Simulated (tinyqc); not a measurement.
Donor binding, ionisation and the Mott limit: one step of the calculation.

Hydrogenic donor: Ry = (m0 q^3/(8 eps0^2 h^2)) me/eps_r^2 in eV, E0 = cc Ry, radius a = q/(8 pi eps0 eps_r E0), Mott density Nm = (0.26/a)^3. Below Nm the level sinks as Ed = E0 [1 - (N/Nm)^(1/3)]. Neutrality: Nc F12(eta) = N/(1 + 2 exp(eta + Ed/kB T)), F12(x) = (2/sqrt(pi)) int_0^infinity sqrt(u)/(1 + exp(u - x)) du.

Problem. Ionisation. Solve the neutrality equation for eta. Boltzmann form: with k = (Nc/2) exp(-Ed/kB T) the ionised share is [-k + sqrt(k^2 + 4 k N)]/(2 N).

Parameters, values chosen for the exercise; band and dielectric values close to those of gallium nitride: temperature T = 300 K; conduction-band density of states at 300 K Nc = 2.26e18 cm^-3; donor density N = 4.7e17 cm^-3.

Constants: q = 1.602176634e-19 C, kB = 1.380649e-23 J/K, Vt = kB T/q. Results are converted to the units shown.

Ed = 6.6917324 meV

Find: eta; ionised share; n; ionised share, Boltzmann form.

Solution.

eta = -1.8577
ionised share = 71.211 %
n = 3.3469e17 cm^-3
ionised share, Boltzmann form = 72.038 %

With the level held at E0 the share would be 56.9 %.

Range of the model: A sharp level with degeneracy 2 overstates freeze-out near Nm, where the impurity band broadens and merges with the conduction band.

Program tinyqc, `OMP_NUM_THREADS=1 python tinyqc.py 2330057 2330058 out.jsonl`; Intel Xeon 2.30GHz, shared host, one thread, about 0.01 s.
